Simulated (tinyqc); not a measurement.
From results back to parameters: defect, radiative and Auger recombination at equal electron and hole densities (ABC model). Five cases, with inputs chosen for the exercise.

Problem. The peak efficiency, the current at the peak and the differential lifetime there, tau_p = 1/(Ae + 2 B n_p + 3 C n_p^2), are given; Ae, B and C are hidden. n_p = sqrt(Ae/C), Q = B/sqrt(Ae C), IQE_max = Q/(Q + 2).

J/(e d) = Ae n + B n^2 + C n^3 with Ae = A + 4 S/w (four side walls, carriers spread evenly), e = 1.602176634e-19 C, lengths in cm; internal efficiency IQE = B n^2/(Ae n + B n^2 + C n^3); all injected carriers recombine in the layer.

Find: Q; Ae; n_p; B; C.

Method. Q = 2 IQE/(1 - IQE). At the peak B n = Q Ae and C n^2 = Ae, so 1/tau_p = Ae (4 + 2Q) and J = e d Ae n_p (2 + Q); B and C follow.

Case 1.

Values chosen (out of a larger set: orders of magnitude like those quoted for GaN; not measured data): d = 2.9 nm (active thickness).

IQE_max = 0.398823
J at the peak = 3.63482 A/cm^2
tau_p = 31.3113 ns

Solution.

Q = 1.33
Ae = 4.80e+06 1/s
n_p = 4.90e+18 1/cm^3
B = 1.3e-12 cm^3/s
C = 2.0e-31 cm^6/s

Case 2.

Values chosen (out of a larger set: orders of magnitude like those quoted for Si; not measured data): d = 100000 nm (active thickness).

IQE_max = 0.0200313
J at the peak = 0.455907 A/cm^2
tau_p = 68053.4 ns

Solution.

Q = 0.0409
Ae = 3.60e+03 1/s
n_p = 3.87e+16 1/cm^3
B = 3.8e-15 cm^3/s
C = 2.4e-30 cm^6/s

Case 3.

Values chosen (out of a larger set: orders of magnitude like those quoted for Si; not measured data): d = 97000 nm (active thickness).

IQE_max = 0.00683395
J at the peak = 6.90418 A/cm^2
tau_p = 10795.3 ns

Solution.

Q = 0.0138
Ae = 2.30e+04 1/s
n_p = 9.59e+16 1/cm^3
B = 3.3e-15 cm^3/s
C = 2.5e-30 cm^6/s

Case 4.

Values chosen (out of a larger set: orders of magnitude like those quoted for Si; not measured data): d = 290000 nm (active thickness).

IQE_max = 0.0507741
J at the peak = 6.41282 A/cm^2
tau_p = 36508.7 ns

Solution.

Q = 0.107
Ae = 6.50e+03 1/s
n_p = 1.01e+17 1/cm^3
B = 6.9e-15 cm^3/s
C = 6.4e-31 cm^6/s

Case 5.

Values chosen (out of a larger set: orders of magnitude like those quoted for InGaAs; not measured data): d = 97 nm (active thickness).

IQE_max = 0.382667
J at the peak = 163.950 A/cm^2
tau_p = 3.76423 ns

Solution.

Q = 1.24
Ae = 4.10e+07 1/s
n_p = 7.94e+17 1/cm^3
B = 6.4e-11 cm^3/s
C = 6.5e-29 cm^6/s

Computed by tinyqc, one run a case: `OMP_NUM_THREADS=1 python tinyqc.py N N+1 out.jsonl` with N = 1650643, 1650723, 1650761, 1650868, 1650889; one thread of a shared Intel(R) Xeon(R) Processor @ 2.30GHz, about 0.01 s a run at most.
